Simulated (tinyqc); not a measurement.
# Gas flow in a process chamber: flow regimes, conductance, effective pumping speed, pump-down, outgassing and purge, step by step

A worked calculation. Computed by tinyqc, a small Python program that keeps every step. Command: `OMP_NUM_THREADS=1 python tinyqc.py 3120321 3120322 out.jsonl pump walk`. One thread of a shared host (Intel(R) Xeon(R) Processor @ 2.30GHz), about 0.08 s of CPU time with the checks. Intermediate numbers are printed to about 6 digits and carried at full precision; extremes and crossings named in words are read from the listed rows.

Ideal gas, isothermal flow, a pump of constant speed at the end of a round pipe; process gas, volume gas and outgassing are given the same properties. 1 sccm = 101325 Pa x 1e-6 m^3/60 s x T/273.15 K.

Inputs (values chosen for the exercise, modelled on water vapour near room temperature): molar mass M = 18.02 g/mol; molecular diameter = 0.46 nm; viscosity eta = 9.9 micropascal s; temperature T = 293 K; chamber volume V = 19 L; wall area = 0.64 m^2; pipe diameter d = 25 cm; pipe length l = 200 cm; pump speed S = 1400 L/s; process gas flow = 280 sccm; outgassing rate after 1 h = 4.5e-06 Pa m^3/(s m^2); outgassing exponent n = 0.71; starting pressure p0 = 260 Pa; target base pressure = 3e-05 Pa.

Constants: k_B = 1.380649e-23 J/K; u = 1.6605390666e-27 kg.

## Molecular flow

Mean speed c = sqrt(8 k_B T/(pi m)); aperture conductance C_a = c pi d^2/16; molecular pipe C_m = C_a/(1 + 3 l/(4 d)) (Dushman form); viscous pipe C_v = pi d^4 p_mean/(128 eta l); Knudsen interpolation C = C_v + C_m (1 + x)/(1 + 1.24 x), x = d p_mean sqrt(m/(k_B T))/eta. Effective speed 1/S_eff = 1/S + 1/C_m; time constant V/S_eff; pressure at which the free path k_B T/(sqrt2 pi d_m^2 p) equals d.

mean speed c = 586.737 m/s

C_a = 7200.35 L/s

C_m = 1028.62 L/s

S_eff in molecular flow = 592.958 L/s

time constant = 0.0320428 s

pressure where the free path equals d = 0.0172120 Pa

The pipe passes on 42 % of the pump speed.

## Process pressure

Steady flow: the pump inlet is at p_2 = Q/S, and the chamber pressure p_1 solves Q = C((p_1 + p_2)/2) (p_1 - p_2). Residence time = p_1 V/Q. Knudsen number = free path at the mean pressure over d.

throughput Q = 507.212 Pa L/s

p_2 = 0.362295 Pa

chamber pressure p_1 = 0.531453 Pa

conductance C = 2998.44 L/s

residence time = 0.0199081 s

Knudsen number = 0.0385164

The flow in the pipe is transitional.

## Purging a well-mixed chamber

With steady flow a contaminant decays as exp(-t/residence time); gas used = flow x time.

time to dilute 1e3 times = 0.137520 s

time to dilute 1e6 times = 0.275040 s

gas used for 1e6 = 1.28352 standard cm^3

## Pump-down curve

Pump-down: V dp/dt = -S_eff(p) p + q(t) A, with S_eff = S p_2/p, where p_2 solves C((p + p_2)/2) (p - p_2) = S p_2 at each moment, and q(t) = q_1 (1 h/(t + 10 s))^n; integrated adaptively. At long times p = q(t) A/S_eff. S_eff(p) is tabulated at 260 pressures and interpolated in ln p. Comparison columns: p0 exp(-t/time constant) with the molecular S_eff (0 below 1e-26 p0), and the outgassing limit.

Pressure against time:
```
t (s)        p (Pa)  S_eff (L/s)  volume gas only (Pa)  outgassing limit (Pa)
0.3     8.59504e-04      590.660           2.23304e-02            3.10620e-04
1       2.97487e-04      592.126           7.26744e-12            2.96452e-04
3       2.64090e-04      592.217                     0            2.63296e-04
10      1.94317e-04      592.410                     0            1.93915e-04
30      1.18679e-04      592.621                     0            1.18544e-04
100     5.78316e-05      592.793                     0            5.78036e-05
300     2.77055e-05      592.878                     0            2.76998e-05
1000    1.19760e-05      592.923                     0            1.19750e-05
3600    4.84760e-06      592.944                     0            4.84745e-06
20000   1.43702e-06      592.954                     0            1.43700e-06
100000  4.58473e-07      592.956                     0            4.58472e-07
```

From t = 1 s on the pressure is within 20 % of the outgassing limit, which falls only as (t + 10 s)^-0.71: walls, not volume, set the time to base pressure.

## Time to base pressure

From the outgassing limit: t = 1 h x (q_1 A/(S_eff p_target))^(1/n) - 10 s; monolayer time at the target = 1e19 m^-2 x 4 k_B T/(p c) for unit sticking.

time to the target = 0.0741821 h

monolayer time = 9.19276 s

Checks made by the program: throughput from C and the pressure drop (relative difference below 1e-10).
